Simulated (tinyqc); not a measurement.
Polarisation charge from two barrier thicknesses.

Inverse problem. Voff = phiB - dEc - q sigma d/(eps0 eb). Find sigma, phiB - dEc and the thickness at which Voff = 0.

Constants: q = 1.602176634e-19 C, eps0 = 8.8541878128e-14 F/cm where lengths are in cm. Results are converted to the units shown.

Voff at d = 13 and 27 nm (V): -4.7514861  -10.603687
eb = 9.135

Answer. Voff is a straight line in d: its slope is -q sigma/(eps0 eb) and its intercept phiB - dEc.

sigma = 2.110e13 cm^-2
phiB - dEc = 0.6827 V
thickness for Voff = 0 = 1.633 nm

Program tinyqc, `OMP_NUM_THREADS=1 python tinyqc.py 2180118 2180119 out.jsonl`; Intel Xeon 2.30GHz, shared host, one thread, about 0.01 s.
